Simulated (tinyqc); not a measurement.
# Scale length and barrier from the threshold roll-off

Question. For L well above Lambda the threshold falls by 2 m sqrt(A (A + Vds)) exp(-pi L/(2 Lambda)), A being the height of the source potential over the barrier top; the two values follow this form. Find Lambda and A.

Inputs (values chosen for the exercise):
- m = 1 (long-channel body factor)
- Vds = 0.6 V (drain voltage)

threshold lowering at L = 32 and 52 nm (mV): 46.113628  6.5807847

Answer. The ratio of the two values gives Lambda; the prefactor gives A (A + Vds), a quadratic with one positive root.

Lambda = 16.14 nm
A = 0.3000 V

Computed by the program tinyqc: `OMP_NUM_THREADS=1 python tinyqc.py 2420088 2420089 out.jsonl`, one thread of a shared Intel Xeon 2.30GHz, about 0.01 s for the whole run.
